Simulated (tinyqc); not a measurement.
Trap-assisted generation and recombination current of an abrupt junction: one step, computed by the program tinyqc.

Depletion approximation, flat quasi-Fermi levels across the depleted layer, long neutral regions with minority lifetimes tau_n and tau_p, full ionisation and Boltzmann statistics. Voltages in exponents stand for e V.

Task: Built-in voltage and diffusion current. N_c = 2 M_c (2 pi m_e k_B T/h^2)^(3/2) and N_v = 2 (2 pi m_h k_B T/h^2)^(3/2), masses in units of m_0. n_i = sqrt(N_c N_v) exp(-E_g/2 k_B T); V_bi = (k_B T/e) ln(N_A N_D/n_i^2); diffusion saturation current J_d0 = e n_i^2 [sqrt(D_n/tau_n)/N_A + sqrt(D_p/tau_p)/N_D].

Inputs (values chosen for the exercise, with bands and screening modelled on CdTe): gap E_g = 1.55 eV; electron mass m_e = 0.0928 m_0; valleys M_c = 1; hole mass m_h = 0.607 m_0; acceptor density N_A = 3.7e+17 cm^-3; donor density N_D = 8.1e+17 cm^-3; capture time tau_n = 1.3e-08 s; capture time tau_p = 7e-08 s; electron diffusion coefficient D_n = 12 cm^2/s; hole diffusion coefficient D_p = 1.6 cm^2/s; temperature T = 250 K.

Field enhancement: none.

Constants: k_B = 8.617333262e-05 eV/K; m_0 = 9.1093837015e-31 kg; k_B = 1.380649e-23 J/K; h = 6.62607015e-34 J s; e = 1.602176634e-19 C.

Give: k_B T; n_i; V_bi; J_d0.

Result:

k_B T = 0.021543 eV

n_i = 525.46 cm^-3

V_bi = 1.4899 V

J_d0 = 3.8936e-27 A/cm^2

Caution: one side is doped near or above its effective density of states, so Boltzmann statistics understate V_bi.
